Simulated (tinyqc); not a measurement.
Octagonal on-chip spiral inductor, lumped pi model: effect of the oxide below the coil.

Outer diameter do = di + 2 n wd + 2 (n - 1) sp, mean da = (do + di)/2, fill p = (do - di)/(do + di), length l = 3.314 n da. L = 2.25 mu0 n^2 da/(1 + 3.55 p), mu0 = 4 pi 1e-7 H/m. Rs = rho l/(wd delta (1 - exp(-th/delta))), delta = sqrt(rho/(pi f mu0)). Cs = n wd^2 eps0 eo/hu across the coil. At each end Cox = l wd eps0 eo/(2 ho) leads to the substrate branch Rsi = 2 rs he/(l wd) in parallel with Csi = l wd eps0 11.7/(2 he). With one end grounded Y = 1/(Rs + i w L) + i w Cs + 1/[1/(i w Cox) + 1/(1/Rsi + i w Csi)], w = 2 pi f; Q = -Im Y/Re Y. Eddy currents in neighbouring turns and in the substrate are left out.

Peak Q and its frequency from a search over f; self-resonance where Im Y = 0; Q at the given f (negative beyond resonance).

Values chosen for this exercise; values of the order met in silicon radio-frequency processes: number of turns n = 1.5; line width wd = 6 um; space between turns sp = 3 um; inner diameter di = 100 um; metal thickness th = 0.9 um; metal resistivity rho = 1.9 uohm cm; oxide between coil and underpass hu = 0.9 um; relative permittivity of the oxide eo = 4.1; substrate resistivity rs = 20 ohm cm; effective spreading depth in the substrate he = 80 um; frequency f = 2.8 GHz.

Constants: eps0 = 8.8541878128e-12 F/m. Results are converted to the units shown.

The same in every row: L (nH) = 0.5257; do (um) = 121.0.

Result of one run:

| peak Q | f of the peak (GHz) | self-resonance (GHz) | Q at f |
|---|---|---|---|
| 16.05 | 36.76 | 106.6 | 3.447 |

Which oxide below the coil ho gave this result: 1, 2, 7 or 15 um?

ho = 1 um.

The whole series:

| ho (um) | peak Q | f of the peak (GHz) | self-resonance (GHz) | Q at f |
|---|---|---|---|---|
| 1 | 16.05 | 36.76 | 106.6 | 3.447 |
| 2 | 16.32 | 37.52 | 107.5 | 3.448 |
| 3 | 16.58 | 38.25 | 108.3 | 3.449 |
| 5 | 17.06 | 39.64 | 109.9 | 3.451 |
| 7 | 17.51 | 40.94 | 111.3 | 3.452 |
| 10 | 18.12 | 42.72 | 113.3 | 3.454 |
| 15 | 19.00 | 45.32 | 116.2 | 3.456 |

As ho goes from 1 to 15, L stays at 0.526 nH, the peak Q rises from 16.1 to 19.0, its frequency rises from 36.8 to 45.3 GHz and the self-resonance rises from 107 to 116 GHz.

Program tinyqc, `OMP_NUM_THREADS=1 python tinyqc.py 2302165 2302166 out.jsonl`; Intel Xeon 2.30GHz, shared host, one thread, about 0.01 s.
